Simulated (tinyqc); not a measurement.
Inside a calculation. Method: one-electron ion in a basis of Gaussians. One step of it, computed by the program tinyqc.

Problem. Matrices over normalised Gaussians. With p = a_i + a_j and I(k) = Gamma((k+1)/2) / (2 p^((k+1)/2)): S = I(2l+2), T = (2l+3) a_i a_j S / p, V = -Z I(2l+1), each divided by sqrt(S_ii S_jj).

exponents of r^l exp(-a r^2) (1/bohr^2): 0.043340  0.056390  0.073380  0.095490  0.124300  0.161700

Z = 2

l = 1

Give: S; T; V.

Solution.

S:
```
       1      2      3      4      5      6
1  1.000  0.979  0.918  0.827  0.718  0.603
2  0.979  1.000  0.979  0.918  0.827  0.718
3  0.918  0.979  1.000  0.979  0.918  0.827
4  0.827  0.918  0.979  1.000  0.979  0.918
5  0.718  0.827  0.918  0.979  1.000  0.979
6  0.603  0.718  0.827  0.918  0.979  1.000
```

T (hartree):
```
       1      2      3      4      5      6
1  0.108  0.120  0.125  0.123  0.115  0.103
2  0.120  0.141  0.156  0.163  0.160  0.150
3  0.125  0.156  0.183  0.203  0.212  0.209
4  0.123  0.163  0.203  0.239  0.264  0.276
5  0.115  0.160  0.212  0.264  0.311  0.344
6  0.103  0.150  0.209  0.276  0.344  0.404
```

V (hartree):
```
        1       2       3       4       5       6
1  -0.443  -0.465  -0.472  -0.464  -0.442  -0.410
2  -0.465  -0.505  -0.530  -0.538  -0.529  -0.504
3  -0.472  -0.530  -0.576  -0.605  -0.614  -0.603
4  -0.464  -0.538  -0.605  -0.657  -0.690  -0.700
5  -0.442  -0.529  -0.614  -0.690  -0.750  -0.787
6  -0.410  -0.504  -0.603  -0.700  -0.787  -0.856
```
